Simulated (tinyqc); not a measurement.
# Reverse leakage of an n+-p junction: diffusion, generation, trap-assisted and band-to-band tunnelling, step by step

tinyqc, about 0.01 s, one thread, Intel Xeon 2.30GHz (shared host): `OMP_NUM_THREADS=1 python tinyqc.py 2290020 2290021 out.jsonl` Printed values are rounded; ~0 in a residual or rate marks an entry under 1e-11 of the largest of its column.

One-sided abrupt junction in the depletion approximation, x from the junction (0) to W on the p side, field F = F0 (1 - x/W). Flat quasi-Fermi levels, long p side. Traps generate through SRH with both lifetimes shortened by 1 + Gamma (Hurkx enhancement, form for moderate fields); band-to-band generation is local and needs a total bending above Eg.

Parameters, values chosen for the exercise; band and dielectric values close to those of gallium arsenide:

| symbol | value | unit | meaning |
|---|---|---|---|
| T | 300 | K | temperature |
| Eg | 1.4 | eV | band gap |
| eps_r | 13 |  | relative permittivity |
| Nc | 4.33e17 | cm^-3 | conduction-band density of states at T |
| Nv | 9.11e18 | cm^-3 | valence-band density of states at T |
| Na | 1.8e17 | cm^-3 | acceptor density of the lighter side |
| Nd | 1e19 | cm^-3 | donor density of the heavier side |
| tau | 3e-6 | s | SRH lifetime of both carriers at zero field |
| Et | 0 | eV | trap level above the intrinsic level |
| mt | 0.088 | m0 | tunnelling mass |
| Dn | 4.5 | cm^2/s | electron diffusion coefficient on the lighter side |
| Ab | 1.1e16 | cm^-0.5 V^-2.5 s^-1 | band-to-band prefactor |
| Bb | 1.62e7 | V/cm | band-to-band field constant |
| VR | 2.8 | V | reverse bias |

Constants: q = 1.602176634e-19 C, kB = 1.380649e-23 J/K, hbar = 1.054571817e-34 J s, m0 = 9.1093837015e-31 kg, Vt = kB T/q, eps0 = 8.8541878128e-14 F/cm where lengths are in cm. Results are converted to the units shown.

Range of the model: F0 exceeds 1.9 FG, near the end of the range of this form of the enhancement factor, beyond which it overestimates the tunnelling. The n+ side is degenerate, so Vbi from Boltzmann statistics is only a guide.

## Field, scales and diffusion current

ni = sqrt(Nc Nv) exp(-Eg/(2 Vt)), Eg in volts; Vbi = Vt ln(Na Nd/ni^2); W = sqrt(2 eps0 eps_r (Vbi + VR)/(q Na)); F0 = 2 (Vbi + VR)/W; FG = sqrt(24 mt m0 (kB T)^3)/(q hbar); J_diff = q ni^2 sqrt(Dn/tau)(1 - exp(-VR/Vt))/Na.

ni = 3.45558e6 cm^-3
Vbi = 1.37972 V
W = 182.660 nm
F0 = 457.650 kV/cm
FG = 218.832 kV/cm
J_diff = 1.30174e-20 A/cm^2

## Generation rates across the layer

u = (Vbi + VR)(1 - x/W)^2, p = Na exp(-u/Vt), n = Nd exp((u - Vbi - VR)/Vt); G0 = ni^2 (1 - exp(-VR/Vt))/(tau (n + p + 2 ni cosh(Et/Vt))); Gamma = 2 sqrt(3 pi)(F/FG) exp((F/FG)^2); trap-assisted part G0 Gamma; G_bb = Ab F^2.5 exp(-Bb/F) with F in V/cm, zero unless Vbi + VR > Eg. 16 equal steps.

```
point   x (nm)  F (kV/cm)     Gamma  G0 (cm^-3 s^-1)  G0 Gamma (cm^-3 s^-1)  G_bb (cm^-3 s^-1)
0        0.000    457.650   1018.69         0.398034                405.472         6.59911e14
1       11.416    429.047   562.342        1.26638e8             7.12137e10         5.30311e13
2       22.832    400.444   319.790       5.75901e11             1.84167e14         3.00835e12
3       34.249    371.841   187.218       5.75930e11             1.07824e14         1.11269e11
4       45.665    343.238   112.743       5.75930e11             6.49323e13          2.41393e9
5       57.081    314.635   69.7668       5.75930e11             4.01808e13          2.65968e7
6       68.497    286.032   44.3039       5.75930e11             2.55159e13          1.21686e5
7       79.914    257.428   28.8210       5.75930e11             1.65989e13                 ~0
8       91.330    228.825   19.1611       5.75930e11             1.10355e13                 ~0
9      102.746    200.222   12.9758       5.75385e11             7.46607e12                 ~0
10     114.162    171.619   8.90696       1.28557e11             1.14505e12                 ~0
11     125.579    143.016   6.15079        1.59065e8              9.78376e8                 ~0
12     136.995    114.413   4.21933        5.40950e5              2.28245e6                 ~0
13     148.411     85.809   2.80780          6504.06                18262.1                 ~0
14     159.827     57.206   1.71861          276.551                475.283                 ~0
15     171.244     28.603  0.816371          41.5843                33.9482                 ~0
16     182.660      0.000         0          22.1130                      0                  0
```

## Current components

Each current is q times the trapezoid sum of its rate; J adds J_diff; J_bb under 1e-8 of the sum is given as 0.

J_SRH = 8.66200e-13 A/cm^2
J_TAT = 8.39436e-11 A/cm^2
J_bb = 7.06225e-11 A/cm^2
J = 1.55432e-10 A/cm^2

A fine grid gives J = 1.368e-10 A/cm^2; the coarse sum is 14 % above it. On the fine grid the largest part is trap-assisted tunnelling (63.9 %). The simple estimate q ni W/(2 tau cosh(Et/Vt)) is 91 % above the fine-grid J_SRH of 8.839e-13 A/cm^2, since near both edges n or p is large enough to quench generation.
